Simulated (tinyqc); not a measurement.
Inside a calculation. Method: ROHF in the sto-6g basis, for BeH, spin multiplicity 2. This run ends on a higher stationary point, not on the lowest solution. One step of it, computed by the program tinyqc.

Task: Iteration 3: building the Fock matrix. J_ij = sum D_kl (ij|kl) with D = D(alpha) + D(beta), K_ij = sum D_kl (ik|jl) for each spin; F = H + J - K(s); E = tr D H + tr D J / 2 - 0.5 sum_s tr D(s) K(s) + E_nn.

D(alpha) after iteration 2:
```
            1Be 1s     1Be 2s   1Be 2px   1Be 2py    1Be 2pz      2H 1s
1Be 1s    1.069048  -0.271996  0.000000  0.000000   0.032706   0.015873
1Be 2s   -0.271996   1.072843  0.000000  0.000000  -0.132136  -0.095863
1Be 2px   0.000000   0.000000  0.000000  0.000000   0.000000   0.000000
1Be 2py   0.000000   0.000000  0.000000  0.000000   0.000000   0.000000
1Be 2pz   0.032706  -0.132136  0.000000  0.000000   0.130708   0.303308
2H 1s     0.015873  -0.095863  0.000000  0.000000   0.303308   0.751155
```

D(beta) after iteration 2:
```
            1Be 1s     1Be 2s   1Be 2px   1Be 2py    1Be 2pz      2H 1s
1Be 1s    1.052511  -0.207264  0.000000  0.000000  -0.013286  -0.086756
1Be 2s   -0.207264   0.819459  0.000000  0.000000   0.047891   0.305860
1Be 2px   0.000000   0.000000  0.000000  0.000000   0.000000   0.000000
1Be 2py   0.000000   0.000000  0.000000  0.000000   0.000000   0.000000
1Be 2pz  -0.013286   0.047891  0.000000  0.000000   0.002800   0.017886
2H 1s    -0.086756   0.305860  0.000000  0.000000   0.017886   0.114249
```

core Hamiltonian H = T + V (hartree):
```
            1Be 1s     1Be 2s    1Be 2px    1Be 2py    1Be 2pz      2H 1s
1Be 1s   -8.184085  -1.918761   0.000000   0.000000  -0.006888  -0.074215
1Be 2s   -1.918761  -2.316965   0.000000   0.000000  -0.069264  -0.365014
1Be 2px   0.000000   0.000000  -1.861544   0.000000   0.000000   0.000000
1Be 2py   0.000000   0.000000   0.000000  -1.861544   0.000000   0.000000
1Be 2pz  -0.006888  -0.069264   0.000000   0.000000  -1.904065  -0.466144
2H 1s    -0.074215  -0.365014   0.000000   0.000000  -0.466144  -1.423047
```

Two-electron integrals (ij|kl) in chemists' order, unique and non-zero (hartree):
```
(11|11) 2.299996   (21|11) 0.361879   (21|21) 0.071926   (22|11) 0.570332
(22|21) 0.139654   (22|22) 0.417773   (31|31) 0.015252   (32|31) 0.022555
(32|32) 0.092340   (33|11) 0.570332   (33|21) 0.139654   (33|22) 0.417773
(33|33) 0.450117   (41|41) 0.015252   (42|41) 0.022555   (42|42) 0.092340
(43|43) 0.024258   (44|11) 0.570332   (44|21) 0.139654   (44|22) 0.417773
(44|33) 0.401601   (44|44) 0.450117   (51|51) 0.015252   (52|51) 0.022555
(52|52) 0.092340   (53|53) 0.024258   (54|54) 0.024258   (55|11) 0.570332
(55|21) 0.139654   (55|22) 0.417773   (55|33) 0.401601   (55|44) 0.401601
(55|55) 0.450117   (61|11) 0.013882   (61|21) 0.002698   (61|22) 0.005282
(61|33) 0.005238   (61|44) 0.005238   (61|51) 0.000271   (61|52) 0.000545
(61|55) 0.005369   (61|61) 0.000107   (62|11) 0.063192   (62|21) 0.015897
(62|22) 0.055927   (62|33) 0.053609   (62|44) 0.053609   (62|51) 0.002043
(62|52) 0.014771   (62|55) 0.060564   (62|61) 0.000671   (62|62) 0.014843
(63|31) 0.001067   (63|32) 0.005752   (63|53) 0.002134   (63|63) 0.000901
(64|41) 0.001067   (64|42) 0.005752   (64|54) 0.002134   (64|64) 0.000901
(65|11) 0.079444   (65|21) 0.020135   (65|22) 0.073192   (65|33) 0.069225
(65|44) 0.069225   (65|51) 0.003221   (65|52) 0.022871   (65|55) 0.081126
(65|61) 0.000873   (65|62) 0.021600   (65|65) 0.031809   (66|11) 0.237992
(66|21) 0.060621   (66|22) 0.235383   (66|33) 0.222592   (66|44) 0.222592
(66|51) 0.006861   (66|52) 0.066618   (66|55) 0.260964   (66|61) 0.002557
(66|62) 0.090067   (66|65) 0.136547   (66|66) 0.774999
```

nuclear repulsion = 0.95218571 hartree

Give: Coulomb J; exchange K(alpha); exchange K(beta); F(alpha); F(beta); total energy of this density.

Result:

Coulomb J (hartree):
```
         1Be 1s  1Be 2s  1Be 2px  1Be 2py  1Be 2pz   2H 1s
1Be 1s   5.9697  1.0534   0.0000   0.0000   0.0056  0.0405
1Be 2s   1.0534  2.1959   0.0000   0.0000   0.0638  0.3283
1Be 2px  0.0000  0.0000   2.1792   0.0000   0.0000  0.0000
1Be 2py  0.0000  0.0000   0.0000   2.1792   0.0000  0.0000
1Be 2pz  0.0056  0.0638   0.0000   0.0000   2.2294  0.4424
2H 1s    0.0405  0.3283   0.0000   0.0000   0.4424  1.7120
```

exchange K(alpha) (hartree):
```
         1Be 1s   1Be 2s  1Be 2px  1Be 2py  1Be 2pz   2H 1s
1Be 1s   2.3413   0.3653   0.0000   0.0000   0.0003  0.0162
1Be 2s   0.3653   0.4711   0.0000   0.0000  -0.0286  0.1206
1Be 2px  0.0000   0.0000   0.1072   0.0000   0.0000  0.0000
1Be 2py  0.0000   0.0000   0.0000   0.1072   0.0000  0.0000
1Be 2pz  0.0003  -0.0286   0.0000   0.0000   0.2308  0.1983
2H 1s    0.0162   0.1206   0.0000   0.0000   0.1983  0.6620
```

exchange K(beta) (hartree):
```
          1Be 1s  1Be 2s  1Be 2px  1Be 2py  1Be 2pz   2H 1s
1Be 1s    2.3290  0.3632   0.0000   0.0000  -0.0003  0.0125
1Be 2s    0.3632  0.3941   0.0000   0.0000   0.0512  0.1314
1Be 2px   0.0000  0.0000   0.0860   0.0000   0.0000  0.0000
1Be 2py   0.0000  0.0000   0.0000   0.0860   0.0000  0.0000
1Be 2pz  -0.0003  0.0512   0.0000   0.0000   0.1036  0.0631
2H 1s     0.0125  0.1314   0.0000   0.0000   0.0631  0.1622
```

F(alpha) (hartree):
```
          1Be 1s   1Be 2s  1Be 2px  1Be 2py  1Be 2pz    2H 1s
1Be 1s   -4.5557  -1.2306   0.0000   0.0000  -0.0015  -0.0499
1Be 2s   -1.2306  -0.5921   0.0000   0.0000   0.0232  -0.1573
1Be 2px   0.0000   0.0000   0.2105   0.0000   0.0000   0.0000
1Be 2py   0.0000   0.0000   0.0000   0.2105   0.0000   0.0000
1Be 2pz  -0.0015   0.0232   0.0000   0.0000   0.0946  -0.2221
2H 1s    -0.0499  -0.1573   0.0000   0.0000  -0.2221  -0.3730
```

F(beta) (hartree):
```
          1Be 1s   1Be 2s  1Be 2px  1Be 2py  1Be 2pz    2H 1s
1Be 1s   -4.5434  -1.2285   0.0000   0.0000  -0.0009  -0.0462
1Be 2s   -1.2285  -0.5151   0.0000   0.0000  -0.0567  -0.1681
1Be 2px   0.0000   0.0000   0.2317   0.0000   0.0000   0.0000
1Be 2py   0.0000   0.0000   0.0000   0.2317   0.0000   0.0000
1Be 2pz  -0.0009  -0.0567   0.0000   0.0000   0.2217  -0.0869
2H 1s    -0.0462  -0.1681   0.0000   0.0000  -0.0869   0.1267
```

total energy of this density = -14.959922 hartree
